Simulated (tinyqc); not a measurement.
Three-phonon processes in a diatomic chain: dispersion, energy and momentum conservation, and decay channels of optical phonons: one step, computed by the program tinyqc. Command: `OMP_NUM_THREADS=1 python tinyqc.py 3120059 3120060 out.jsonl threeph walk`. One thread of a shared host (Intel(R) Xeon(R) Processor @ 2.30GHz), about 0.05 s of CPU time with the checks.

Cell length a, two atoms, one spring constant. x = q a/pi runs from -1 to 1; A and O are the acoustic and optical branches. Matrix elements are not computed: only conservation laws and occupation factors are followed.

Question. Decay of the zone-centre phonon. omega^2 = k (1/m + 1/M) -/+ k sqrt((1/m + 1/M)^2 - 4 sin^2(pi x/2)/(m M)); nu = 15.6333042 THz x sqrt(omega^2) for eV/(angstrom^2 u). O(0) -> A(x) + A(-x) needs nu_A(x) = nu_O(0)/2, which gives sin^2(pi x/2) = (3/16)(m + M)^2/(m M). Full width at half maximum Gamma = Gamma_0 (1 + 2 n), n = 1/(exp(h nu_A/(k_B T)) - 1); lifetime = 1/(2 pi c Gamma).

Inputs (values chosen for the exercise, for a model chain): light mass m = 31 u; heavy mass M = 66.6 u; temperature T = 200 K; zero-temperature width Gamma_0 = 0.54 1/cm.

optical top = 15.94296 THz

Constants: h x 1 THz = 4.135667696 meV; k_B = 8.617333262e-05 eV/K; c = 299792458 m/s.

Give: x of the products; their frequency; occupation n; width Gamma; lifetime.

Answer.

x of the products = 0.7606

their frequency = 7.971 THz

occupation n = 0.1732

width Gamma = 0.7271 1/cm

lifetime = 7.301 ps
